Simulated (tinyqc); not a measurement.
Defect, radiative and Auger recombination at equal electron and hole densities (ABC model), step by step. Values are carried at full precision from step to step, so a last printed digit may differ when a step is redone from the rounded ones.

J/(e d) = Ae n + B n^2 + C n^3 with Ae = A + 4 S/w (four side walls, carriers spread evenly), e = 1.602176634e-19 C, lengths in cm; internal efficiency IQE = B n^2/(Ae n + B n^2 + C n^3); all injected carriers recombine in the layer.

Values chosen for the exercise (orders of magnitude like those quoted for Si; shifted at random, so the results belong to these values and not to a real crystal): A = 28000 1/s (defect rate); B = 3.3e-15 cm^3/s (radiative coefficient); C = 8.1e-31 cm^6/s (Auger coefficient); S = 0 cm/s (recombination velocity of the side walls); w = 4100 micrometre (side of the square mesa); d = 160000 nm (active thickness); J = 1200 A/cm^2 (current density); ex = 0.52 (extraction efficiency); Eph = 1.09 eV (photon energy).

## The efficiency peak

IQE peaks at n_p = sqrt(Ae/C); with Q = B/sqrt(Ae C), IQE_max = Q/(Q + 2).

Ae = 2.800e+04 1/s
n_p = 1.859e+17 1/cm^3
Q = 0.02191
IQE_max = 0.0108
J at the peak = 27.0 A/cm^2

The side walls are taken as passivated.

## Carrier density at the given current

G = J/(e d). Newton steps from the smallest of G/Ae, sqrt(G/B) and (G/C)^(1/3); stop when the relative step is below 1e-9.

G = 4.681e+23 1/(cm^3 s)

Newton steps:

| step | n (1/cm^3) | rate/G | relative step |
|---|---|---|---|
| 1 | 8.3296e+17 | 1.05471 | -0.018 |
| 2 | 8.1806e+17 | 1.00096 | -0.00033 |
| 3 | 8.1779e+17 | 1.00000 | -1.1e-07 |
| 4 | 8.1779e+17 | 1.00000 | -1.1e-14 |

n = 8.178e+17 1/cm^3

The start is an upper bound and the function is convex, so the steps fall monotonically; 4 are needed.

## Shares, lifetimes and light

Shares of the three paths; lifetime n/G = 1/(Ae + B n + C n^2); differential lifetime 1/(Ae + 2 B n + 3 C n^2) and bandwidth 1/(2 pi tau_d); optical power density ex IQE J Eph/e.

shares: defect 0.0489, radiative 0.0047, Auger 0.9464

lifetime = 1.75e+03 ns
differential lifetime = 603 ns
bandwidth = 0.264 MHz
optical power density = 3.21 W/cm^2

The Auger path is the largest; the device runs above its efficiency peak, where the defect and Auger shares are equal.

## Checks

- Density from Newton steps against bisection (1/cm^3): both 8.1779e+17.

Computed by tinyqc, a small Python program: `OMP_NUM_THREADS=1 python tinyqc.py 1680941 1680942 out.jsonl` (the numbers bound the seed that draws the inputs); one thread of a shared host (Intel(R) Xeon(R) Processor @ 2.30GHz), about 0.01 s for the whole set of steps.
